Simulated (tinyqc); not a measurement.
Born-von Karman spring model of a cubic crystal with one atom per cell: one step, computed by the program tinyqc. Command: `OMP_NUM_THREADS=1 python tinyqc.py 3021256 3021257 out.jsonl springs walk`. One thread of a shared host (Intel(R) Xeon(R) Processor @ 2.30GHz), about 0.2 s of CPU time with the checks.

First neighbours lie at a/2 (1,1,0) (12 of them), second at a (1,0,0) (6), with all permutations and signs; the volume per atom is Omega = a^3/4. Two shells of springs match a real metal only roughly, above all at the zone boundary.

Task: Elastic constants from long waves. [ij,kl] = (1/(2 Omega)) sum_R K_ij R_k R_l; C11 = [xx,xx], C44 = [xx,yy], C12 = 2 [xy,xy] - C44; B = (C11 + 2 C12)/3; Zener ratio A = 2 C44/(C11 - C12). K(R) = kL n n^T + kT (1 - n n^T).

Inputs (values chosen for the exercise, modelled on copper):
```
quantity,value,unit
lattice constant a,3.61,angstrom
radial spring k1L,1.69,eV/angstrom^2
transverse spring k1T,-0.081,eV/angstrom^2
radial spring k2L,0.02,eV/angstrom^2
transverse spring k2T,-0.0085,eV/angstrom^2
```

Lattice: fcc.

Constants: 1 eV/angstrom^3 = 160.2176634 GPa.

Give: C11; C12; C44; bulk modulus B; Zener ratio A.

Result:

C11 = 146.4 GPa

C12 = 94.49 GPa

C44 = 62.71 GPa

bulk modulus B = 111.8 GPa

Zener ratio A = 2.417

C12 - C44 = 31.78 GPa: the Cauchy relation fails because sum_R kT R^2 is not zero; a negative sum gives a positive Cauchy pressure.
